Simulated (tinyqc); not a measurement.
Placement within one cell: pair of shallow donors (hydrogen-like orbitals).

Each donor has the orbital exp(-r/a); energy unit Ha* = q/(eps a), q = e^2/(4 pi eps0), so that a lone donor is bound by Ha*/2; x = R/a. One electron: S = (1 + x + x^2/3) exp(-x), j = 1/x - (1 + 1/x) exp(-2x), k = (1 + x) exp(-x); levels E(+/-) = -1/2 - (j +/- k)/(1 +/- S) in Ha*, without the repulsion of the ions, split by D = |E(-) - E(+)|. In six valleys the overlaps S and k are multiplied by v = [cos(K Rx) + cos(K Ry) + cos(K Rz)]/3, K = k0 (2 pi/a_lat), for isotropic envelopes and the symmetric valley state.

Two electrons, Heitler-London: with S' = (1 - x + x^2/3) exp(x), C = 1/x - exp(-2x)(1/x + 11/8 + 3x/4 + x^2/6), X = (1/5){exp(-2x)(25/8 - 23x/4 - 3x^2 - x^3/3) + (6/x)[S^2 (0.5772157 + ln x) + S'^2 Ei(-4x) - 2 S S' Ei(-2x)]}, Q = C - 2j + 1/x and A = X - 2 S k + S^2/x, the singlet and triplet lie at (Q +/- w A)/(1 +/- w S^2) from two lone donors, with the valley weight w = v^2; the exchange is J = triplet - singlet.

Constants: e^2/(4 pi eps0) = 14.39964547 eV angstrom.

Inputs chosen for the exercise (near those of two donors in Si; shifted at random, so the results belong to these values and not to a real crystal): a = 19 angstrom (orbital radius); eps = 11.5 (dielectric constant); a_lat = 5.431 angstrom (lattice constant); k0 = 0.843 2 pi/a_lat (valley position); sites = ((14, 0, 0), (14.25, 0.25, 0.25), (14.5, 0.5, 0), (14, 0.5, 0.5), (13.75, 0.25, -0.25), (14.75, 0.25, -0.25), (14, 1, 0), (14.25, 0.75, -0.25), (15, 0.5, 0.5)) a_lat (positions of the second donor).

D and J for each site, and for v = 1.

Cases:

| site |
|---|
| (14, 0, 0) |
| (14.25, 0.25, 0.25) |
| (14.5, 0.5, 0) |
| (14, 0.5, 0.5) |
| (13.75, 0.25, -0.25) |
| (14.75, 0.25, -0.25) |
| (14, 1, 0) |
| (14.25, 0.75, -0.25) |
| (15, 0.5, 0.5) |

Rank the cases by J (micro-eV), lowest first.

Answer: (14.5, 0.5, 0), (14.75, 0.25, -0.25), (13.75, 0.25, -0.25), (14.25, 0.75, -0.25), (14.25, 0.25, 0.25), (14, 0.5, 0.5), (14, 1, 0), (15, 0.5, 0.5), (14, 0, 0).

Results:

| site | R (angstrom) | v | D (meV) | J (micro-eV) | J for v = 1 |
|---|---|---|---|---|---|
| (14, 0, 0) | 76.0 | 0.774 | 4.61 | 789 | 1.32e+03 |
| (14.25, 0.25, 0.25) | 77.4 | 0.495 | 2.77 | 291 | 1.19e+03 |
| (14.5, 0.5, 0) | 78.8 | 0.095 | 0.500 | 9.62 | 1.07e+03 |
| (14, 0.5, 0.5) | 76.1 | -0.480 | 2.82 | 302 | 1.31e+03 |
| (13.75, 0.25, -0.25) | 74.7 | -0.117 | 0.719 | 20.1 | 1.46e+03 |
| (14.75, 0.25, -0.25) | 80.1 | -0.143 | 0.714 | 19.5 | 963 |
| (14, 1, 0) | 76.2 | 0.624 | 3.67 | 506 | 1.30e+03 |
| (14.25, 0.75, -0.25) | 77.5 | 0.189 | 1.05 | 42.0 | 1.18e+03 |
| (15, 0.5, 0.5) | 81.6 | -0.792 | 3.81 | 539 | 861 |

Over these sites the envelope alone changes J by a factor 1.7, and the valley factor v^2 by 69.5; J runs from 9.62 at (14.5, 0.5, 0) to 789 micro-eV at (14, 0, 0). Moves of less than one lattice constant change the phases of the valleys along each axis that moves, so the placement must be exact to the site.

(tinyqc, `OMP_NUM_THREADS=1 python tinyqc.py 1281967 1281968 out.jsonl`, Intel(R) Xeon(R) Processor @ 2.30GHz, 1 thread, shared host, about 0.01 s.)
